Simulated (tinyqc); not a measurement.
## Electron density from the centroid

Problem. In the Fang-Howard model the centroid is 3/b with b^3 = 6 (mz1/C) q (Nd + 11 Ns/32)/(eps0 eps_r), C = hbar^2/(2 m0), the field in eV/nm. Find b and Ns.

Inputs (values chosen for the exercise); masses and permittivity close to those of silicon (100):
- eps_r = 11.6 (relative permittivity)
- mz1 = 0.902 m0 (mass along z of valley set A (2 valley(s)))
- Nd = 2.2e11 cm^-2 (sheet density of depletion charge)

Constants: q = 1.602176634e-19 C, hbar = 1.054571817e-34 J s, m0 = 9.1093837015e-31 kg, eps0 = 8.8541878128e-14 F/cm where lengths are in cm, hbar^2/(2 m0) = 0.0380998212 eV nm^2. Results are converted to the units shown.

centroid = 2.6807413 nm

Answer. b = 3/centroid gives Nd + 11 Ns/32, from which the depletion charge is taken off.

b = 1.12 1/nm
Ns = 1.20e12 cm^-2

Program tinyqc, `OMP_NUM_THREADS=1 python tinyqc.py 2160143 2160144 out.jsonl`; Intel Xeon 2.30GHz, shared host, one thread, about 1 s.
